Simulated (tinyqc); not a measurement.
## Mass from the capacitance plateau

Problem. Once one two-dimensional band is degenerate, Cq = q gv md m0 q/(pi hbar^2) and 1/C_G = 1/Cox + 1/Cq (no traps). Find Cq, md and the oxide-equivalent thickness 3.9 eps0/Cq that it adds.

Parameters, values chosen for the exercise:
- gv = 1 (valley degeneracy)

Constants: q = 1.602176634e-19 C, hbar = 1.054571817e-34 J s, m0 = 9.1093837015e-31 kg, eps0 = 8.8541878128e-14 F/cm where lengths are in cm. Results are converted to the units shown.

C_G on the plateau = 2.3552384 uF/cm^2
Cox = 4.1108729 uF/cm^2

Answer. Removing Cox from the series leaves Cq, which is proportional to gv md.

Cq = 5.515 uF/cm^2
md = 0.08240 m0
added thickness = 0.6262 nm

Program tinyqc, `OMP_NUM_THREADS=1 python tinyqc.py 2200104 2200105 out.jsonl`; Intel Xeon 2.30GHz, shared host, one thread, about 0.01 s.
